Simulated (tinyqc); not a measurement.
Time-dependent dielectric breakdown: cell percolation, Weibull statistics, area scaling and voltage extrapolation: one step, computed by the program tinyqc.

The oxide is divided into columns of area a^2, each holding m = t_ox/a cells (m is taken as continuous). A share lambda(t) = (t/t_1)^alpha of the cells is defective, and a column whose cells are all defective breaks down.

Problem. Fitting the sample. W = ln(-ln(1 - F_i)) with the median ranks F_i. Least squares in W: W = beta ln t - beta ln t63. Maximum likelihood: solve sum t^b ln t/sum t^b - 1/b = mean of ln t for b, then t63 = (mean of t^b)^(1/b).

Weibull plot:
```
i      t (s)        F_i      ln t          W
1    396.254  0.0673077  5.982055  -2.663843
2    442.866  0.1634615  6.093267  -1.723263
3    551.648  0.2596154  6.312909  -1.202023
4    790.337  0.3557692  6.672460  -0.821667
5    853.698  0.4519231  6.749578  -0.508595
6    860.005  0.5480769  6.756938  -0.230365
7   1045.459  0.6442308  6.952211   0.032925
8   1083.524  0.7403846  6.987974   0.299033
9   1516.928  0.8365385  7.324442   0.593977
10  1913.056  0.9326923  7.556457   0.992689
```

Give: slope by least squares; t63 by least squares; slope by maximum likelihood; t63 by maximum likelihood.

Solution.

slope by least squares = 2.147

t63 by least squares = 1078 s

slope by maximum likelihood = 2.246

t63 by maximum likelihood = 1072 s

Caution: t_1 is an input here; in a real oxide it changes with thickness at fixed voltage.
